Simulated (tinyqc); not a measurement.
## Trap density from the barrier height

Question. In a partly depleted grain with all boundary traps filled, 2 N W = Qt and VB = q N W^2/(2 eps0 eps_r). Find Qt, W and the doping at which VB would equal Vt.

Parameters, values chosen for the exercise: temperature T = 350 K; relative permittivity eps_r = 11.7.

Constants: q = 1.602176634e-19 C, kB = 1.380649e-23 J/K, Vt = kB T/q, eps0 = 8.8541878128e-14 F/cm where lengths are in cm. Results are converted to the units shown.

doping = 5.4e17 cm^-3
barrier height = 0.20621229 V

Solution. Eliminating W gives VB = q Qt^2/(8 eps0 eps_r N), which falls as 1/N.

Qt = 2.40e12 cm^-2
W = 22.2 nm
doping for VB = Vt = 3.69e18 cm^-3

Program tinyqc, `OMP_NUM_THREADS=1 python tinyqc.py 2830314 2830315 out.jsonl`; Intel Xeon 2.30GHz, shared host, one thread, about 0.01 s.
